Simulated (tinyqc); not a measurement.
Inversion layer as a triangular well, valleys of the Si type: one step. Fermi level and populations. Five cases, with inputs chosen for the exercise.

Task: Solve for EF; c = hbar^2/2m0. The mean distance is sum n_i <z>_i/Ns.

Subband i holds n_i = g m_d/(2 pi c) kB T ln(1 + exp((EF - E_i)/kB T)) (spin included), and EF is fixed by sum n_i = Ns over the levels listed or, where none are listed, over j = 0 to 9 of each group; 1e12/cm^2 = 1e-4/angstrom^2.

Constants: hbar^2/2m0 = 3.80998211 eV angstrom^2; kB = 8.617333262e-05 eV/K.

Case 1.

Values chosen (out of a larger set: near those of Si; not measured data): Ns = 1.3 x 1e12/cm^2 (electron sheet density); T = 300 K (temperature).

Subbands:
```
label  valleys g  m_d (m0)    E (eV)  <z> (angstrom)
0              2  0.192000  0.060662         19.5870
0'             4  0.422564  0.102638         33.1407
1              2  0.192000  0.106061         34.2459
2              2  0.192000  0.143230         46.2473
3              2  0.192000  0.176080         56.8542
1'             4  0.422564  0.179453         57.9432
4              2  0.192000  0.206109         66.5502
5              2  0.192000  0.234091         75.5853
2'             4  0.422564  0.242342         78.2492
6              2  0.192000  0.260491         84.1094
```

Case 2.

Values chosen (out of a larger set: near those of Si; not measured data): Ns = 1.1 x 1e12/cm^2 (electron sheet density); T = 150 K (temperature).

Subbands:
```
label  valleys g  m_d (m0)    E (eV)  <z> (angstrom)
0              2  0.189000  0.117778         14.1563
0'             4  0.416309  0.199389         23.9655
1              2  0.189000  0.205923         24.7509
2              2  0.189000  0.278088         33.4248
3              2  0.189000  0.341868         41.0908
1'             4  0.416309  0.348611         41.9013
4              2  0.189000  0.400172         48.0986
5              2  0.189000  0.454500         54.6286
2'             4  0.416309  0.470781         56.5854
6              2  0.189000  0.505756         60.7893
```

Case 3.

Values chosen (out of a larger set: near those of Si; not measured data): Ns = 6.1 x 1e12/cm^2 (electron sheet density); T = 150 K (temperature).

Subbands:
```
label  valleys g  m_d (m0)    E (eV)  <z> (angstrom)
0              4  0.323629  0.153563         21.1052
0'             2  0.415461  0.181388         24.9294
1              4  0.323629  0.268490         36.9004
1'             2  0.415461  0.317139         43.5866
2              4  0.323629  0.362581         49.8321
2'             2  0.415461  0.428279         58.8614
3              4  0.323629  0.445740         61.2611
4              4  0.323629  0.521758         71.7088
3'             2  0.415461  0.526506         72.3614
5              4  0.323629  0.592593         81.4442
```

Case 4.

Values chosen (out of a larger set: near those of Si; not measured data): Ns = 5.1 x 1e12/cm^2 (electron sheet density); T = 400 K (temperature).

Subbands:
```
label  valleys g  m_d (m0)    E (eV)  <z> (angstrom)
0              2  0.189000  0.153675         12.4613
0'             4  0.414033  0.259210         21.0189
1              2  0.189000  0.268685         21.7873
2              2  0.189000  0.362846         29.4226
3              2  0.189000  0.446065         36.1707
1'             4  0.414033  0.453203         36.7495
4              2  0.189000  0.522138         42.3393
5              2  0.189000  0.593025         48.0874
2'             4  0.414033  0.612027         49.6282
6              2  0.189000  0.659903         53.5104
```

Case 5.

Values chosen (out of a larger set: near those of Si; not measured data): Ns = 6 x 1e12/cm^2 (electron sheet density); T = 400 K (temperature).

Subbands:
```
label  valleys g  m_d (m0)    E (eV)  <z> (angstrom)
0              2  0.188000  0.140641         12.8431
0'             4  0.418813  0.239894         21.9068
1              2  0.188000  0.245896         22.4549
2              2  0.188000  0.332070         30.3242
3              2  0.188000  0.408231         37.2791
1'             4  0.418813  0.419431         38.3018
4              2  0.188000  0.477852         43.6368
5              2  0.188000  0.542726         49.5610
2'             4  0.418813  0.566419         51.7246
6              2  0.188000  0.603932         55.1502
```

Give: EF; Populations; mean distance from the surface.

Result:

Case 1.

EF = 0.0120 eV

Populations:
```
label  (EF - E)/kB T  n (1e12/cm^2)  share (%)
0              -1.88          0.587       45.1
0'             -3.51          0.539       41.5
1              -3.64          0.107        8.3
2              -5.08          0.026        2.0
3              -6.35          0.007        0.6
1'             -6.48          0.028        2.2
4              -7.51          0.002        0.2
5              -8.59          0.001        0.1
2'             -8.91          0.002        0.2
6              -9.61          0.000        0.0
```

mean distance from the surface = 28.22 angstrom

The lowest subband holds 45.1 % of the electrons and is partly degenerate (EF within a few kB T of its edge).

Case 2.

EF = 0.1132 eV

Populations:
```
label  (EF - E)/kB T  n (1e12/cm^2)  share (%)
0              -0.35          1.087       98.8
0'             -6.67          0.011        1.0
1              -7.17          0.002        0.1
2             -12.75          0.000        0.0
3             -17.69          0.000        0.0
1'            -18.21          0.000        0.0
4             -22.20          0.000        0.0
5             -26.40          0.000        0.0
2'            -27.66          0.000        0.0
6             -30.37          0.000        0.0
```

mean distance from the surface = 14.27 angstrom

The lowest subband holds 98.8 % of the electrons and is partly degenerate (EF within a few kB T of its edge).

Case 3.

EF = 0.1559 eV

Populations:
```
label  (EF - E)/kB T  n (1e12/cm^2)  share (%)
0               0.18          5.513       90.4
0'             -1.97          0.586        9.6
1              -8.71          0.001        0.0
1'            -12.47          0.000        0.0
2             -15.99          0.000        0.0
2'            -21.07          0.000        0.0
3             -22.42          0.000        0.0
4             -28.30          0.000        0.0
3'            -28.67          0.000        0.0
5             -33.78          0.000        0.0
```

mean distance from the surface = 21.48 angstrom

The lowest subband holds 90.4 % of the electrons and is partly degenerate (EF within a few kB T of its edge).

Case 4.

EF = 0.1539 eV

Populations:
```
label  (EF - E)/kB T  n (1e12/cm^2)  share (%)
0               0.01          3.792       74.4
0'             -3.05          1.098       21.5
1              -3.33          0.192        3.8
2              -6.06          0.013        0.2
3              -8.48          0.001        0.0
1'             -8.68          0.004        0.1
4             -10.68          0.000        0.0
5             -12.74          0.000        0.0
2'            -13.29          0.000        0.0
6             -14.68          0.000        0.0
```

mean distance from the surface = 14.72 angstrom

The lowest subband holds 74.4 % of the electrons and is partly degenerate (EF within a few kB T of its edge).

Case 5.

EF = 0.1456 eV

Populations:
```
label  (EF - E)/kB T  n (1e12/cm^2)  share (%)
0               0.14          4.159       69.3
0'             -2.73          1.517       25.3
1              -2.91          0.288        4.8
2              -5.41          0.024        0.4
3              -7.62          0.003        0.0
1'             -7.94          0.009        0.1
4              -9.64          0.000        0.0
5             -11.52          0.000        0.0
2'            -12.21          0.000        0.0
6             -13.30          0.000        0.0
```

mean distance from the surface = 15.72 angstrom

The lowest subband holds 69.3 % of the electrons and is partly degenerate (EF within a few kB T of its edge).

Computed by tinyqc, one run a case: `OMP_NUM_THREADS=1 python tinyqc.py N N+1 out.jsonl` with N = 1281269, 1281766, 1281955, 1282171, 1282385; one thread of a shared Intel(R) Xeon(R) Processor @ 2.30GHz, about 0.05 s a run at most.
